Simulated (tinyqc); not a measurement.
How far the fits carry: temperature and isotope dependence of a band gap in oscillator models.

E(T) = E0 - sum_i sl_i th_i n_i(T), n = 1/(exp(th/T) - 1). The same coupling lowers the gap at 0 K by the zero-point term ZP = sum_i sl_i th_i/2, so the gap of the static lattice is E0 + ZP. Thermal expansion is taken as part of the slopes.

Two-parameter forms are made to pass through the falls at the two temperatures T12: Varshni aV T^2/(T + bV), from the line T^2/fall = (T + bV)/aV; one oscillator s1 t1/(exp(t1/T) - 1), with t1 from the ratio of the falls.

Values chosen for the exercise (near those of Ge; not measured data): E0 = 0.741 eV (gap at 0 K); th = (107, 348) K (temperatures of two oscillators); sl = (0.0938, 0.3142) meV/K (their high-temperature slopes); T12 = (230, 450) K (temperatures of the fits).

Falls of the gap from E0, and errors of the two fits against the model.

Results:

| T (K) | fall (meV) | Varshni - model (meV) | one oscillator - model (meV) | fall/ZP |
|---|---|---|---|---|
| 20 | 0.05 | 0.53 | -0.05 | 0.001 |
| 50 | 1.44 | 1.90 | -1.00 | 0.024 |
| 200 | 37.46 | 0.77 | -0.17 | 0.628 |
| 300 | 73.35 | -1.10 | 0.18 | 1.229 |
| 400 | 111.56 | -0.84 | 0.11 | 1.869 |
| 600 | 190.52 | 4.72 | -0.51 | 3.192 |
| 800 | 270.77 | 14.60 | -1.40 | 4.536 |

Give the missing row, T (K) = 100.

Computed row:
```
T (K)  fall (meV)  Varshni - model (meV)  one oscillator - model (meV)  fall/ZP
100          8.72                   3.09                         -1.22    0.146
```

Below the first fit point the largest errors are +3.09 meV (Varshni, 100 K, on a fall of 8.72 meV) and -1.22 meV (one oscillator, 100 K); a T^2 law cannot freeze out; a single oscillator misses the soft modes. At 800 K, beyond the second fit point, they are +14.6 and -1.4 meV, so the oscillator extrapolates better here. The thermal fall equals ZP between 200 and 300 K.

Run: tinyqc, `OMP_NUM_THREADS=1 python tinyqc.py 1850460 1850461 out.jsonl`; Intel(R) Xeon(R) Processor @ 2.30GHz, one thread, shared host; about 0.01 s of CPU time with all checks.
